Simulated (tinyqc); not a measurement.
p-n diode with diffusion and depletion-layer recombination: two steps of the calculation.

Abrupt junction in the depletion approximation, low injection, full ionisation, neutral widths fixed, ohmic contact on the p side. Vj is the junction voltage; where a series resistance Rs is given, V = Vj + J Rs is the terminal voltage.

Inputs (values chosen for the exercise); band and dielectric values those of a made-up semiconductor:
- T = 293 K (temperature)
- Eg = 1.06 eV (band gap)
- eps_r = 9.54 (relative permittivity)
- Nc = 3.22e19 cm^-3 (conduction-band density of states at T)
- Nv = 2.45e19 cm^-3 (valence-band density of states at T)
- Na = 6.5e17 cm^-3 (acceptor density)
- Nd = 1.1e16 cm^-3 (donor density)
- tn = 1e-7 s (electron lifetime)
- tp = 7e-9 s (hole lifetime)
- Rs = 0.00019 ohm cm^2 (series resistance)
- Et = 0.18 eV (trap level above the intrinsic level)
- Vj = 0.42 V (junction voltage at which recombination is evaluated)
- V = 0.95 V (terminal voltage)

Constants: q = 1.602176634e-19 C, kB = 1.380649e-23 J/K, Vt = kB T/q, eps0 = 8.8541878128e-14 F/cm where lengths are in cm. Results are converted to the units shown.

Problem 1. Recombination in the depleted layer. ni = sqrt(Nc Nv) exp(-Eg/(2 Vt)), Eg in volts. Vbi = Vt ln(Na Nd/ni^2), W = sqrt(2 eps0 eps_r (Vbi - Vj)(1/Na + 1/Nd)/q), xp = W Nd/(Na + Nd), xn = W Na/(Na + Nd); u(x) = q Na (x + xp)^2/(2 eps0 eps_r) for x < 0 and Vbi - Vj - q Nd (xn - x)^2/(2 eps0 eps_r) for x > 0; p = Na exp(-u/Vt), n = Nd exp((u - Vbi + Vj)/Vt); U = ni^2 (exp(Vj/Vt) - 1)/(tp (n + ni exp(Et/Vt)) + tn (p + ni exp(-Et/Vt))); J_scr = q times the integral of U from -xp to xn. Trapezoid rule on 13 equal steps.

Wanted: W; x; u; n; p; U; J_scr.

Solution 1.

W = 183.87 nm

```
point,x (nm),u (V),n (cm^-3),p (cm^-3),U (cm^-3 s^-1)
0,-3.06,0.00000,1.1905e10,6.5000e17,1.1905e17
1,11.08,0.04630,7.4506e10,1.0386e17,7.4505e17
2,25.23,0.09431,4.9869e11,1.5517e16,4.9863e18
3,39.37,0.13813,2.8292e12,2.7350e15,2.8271e19
4,53.52,0.17778,1.3606e13,5.6874e14,1.3538e20
5,67.66,0.21326,5.5459e13,1.3953e14,5.3261e20
6,81.80,0.24457,1.9161e14,4.0384e13,1.3899e21
7,95.95,0.27170,5.6117e14,1.3789e13,1.4083e21
8,110.09,0.29465,1.3930e15,5.5548e12,7.3735e20
9,124.24,0.31344,2.9311e15,2.6399e12,3.6901e20
10,138.38,0.32805,5.2278e15,1.4802e12,2.0953e20
11,152.52,0.33848,7.9032e15,9.7910e11,1.3915e20
12,166.67,0.34474,1.0127e16,7.6408e11,1.0875e20
13,180.81,0.34683,1.1000e16,7.0346e11,1.0016e20
```

J_scr = 0.0011589 A/cm^2

Problem 2. New Vj. Diffusion current alone: J = J0 (exp(Vj/Vt) - 1), g = Vj + J Rs - V, g' = 1 + Rs J0 exp(Vj/Vt)/Vt, Vj(new) = Vj - g/g'.

Vj after iteration 1 = 0.75287608 V
J0 = J0n + J0p = 2.5401812e-10 A/cm^2

Wanted: J; g; g'; Vj after iteration 2.

Solution 2.

J = 2264 A/cm^2
g = 0.2330 V
g' = 18.03
Vj after iteration 2 = 0.7400 V

Program tinyqc, `OMP_NUM_THREADS=1 python tinyqc.py 2260145 2260146 out.jsonl`; Intel Xeon 2.30GHz, shared host, one thread, about 0.01 s.
